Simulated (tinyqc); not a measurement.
Cluster expansion of a binary alloy: correlations, fit, cross-validation and ground states: one step, computed by the program tinyqc.

s = +1 for A and -1 for B. Energy per site E = J0 + J1 P(point) + sum over clusters of m V P, with P the mean product of spins; V > 0 on a pair favours unlike neighbours. Clusters per site m: pair 1 4, pair 2 3, pair 3 6, triplet 12; the triplet is two first-neighbour bonds closed by a second-neighbour bond. Formation energies are counted from the line between pure A and pure B, which removes J0 and J1.

Question. Normal equations for V1, V2, Vt. Leave out pair 3: A = X^T X and b = X^T E (E being the data with noise) over these three columns; solve A V = b. The root-mean-square error runs over the structures between the pure ends.

Lattice: bcc.

X:
```
                    pair 1    pair 2    pair 3    triplet
A                  0.00000   0.00000   0.00000    0.00000
A3B D0_3          -4.00000  -3.00000   0.00000  -12.00000
A3B (001) layers  -4.00000  -1.00000  -4.00000   -4.00000
A2B C11_b         -5.33333  -1.33333  -5.33333   -5.33333
AB B2             -8.00000   0.00000   0.00000    0.00000
AB B32            -4.00000  -6.00000   0.00000    0.00000
A2B2 B11          -4.00000  -2.00000  -8.00000    0.00000
AB (110) layers   -4.00000  -4.00000  -8.00000    0.00000
AB2 C11_b         -5.33333  -1.33333  -5.33333    5.33333
AB3 D0_3          -4.00000  -3.00000   0.00000   12.00000
AB3 (001) layers  -4.00000  -1.00000  -4.00000    4.00000
B                  0.00000   0.00000   0.00000    0.00000
```

data (meV/site): A 0.0000, A3B D0_3 -141.2850, A3B (001) layers -125.9120, A2B C11_b -157.7860, AB B2 -184.2125, AB B32 -88.2420, A2B2 B11 -111.0340, AB (110) layers -102.7985, AB2 C11_b -108.9597, AB3 D0_3 -22.6800, AB3 (001) layers -83.2115, B 0.0000

Give: matrix A; b; fitted V1, V2, Vt; root-mean-square error of the three-cluster fit.

Answer.

matrix A:
```
       V1    V2     Vt
V1  232.9  94.2    0.0
V2   94.2  79.6    0.0
Vt    0.0   0.0  376.9
```

b (meV): 5597  2219  1854

fitted V1, V2, Vt (meV): 24.47  -1.09  4.92

root-mean-square error of the three-cluster fit = 9.765 meV/site
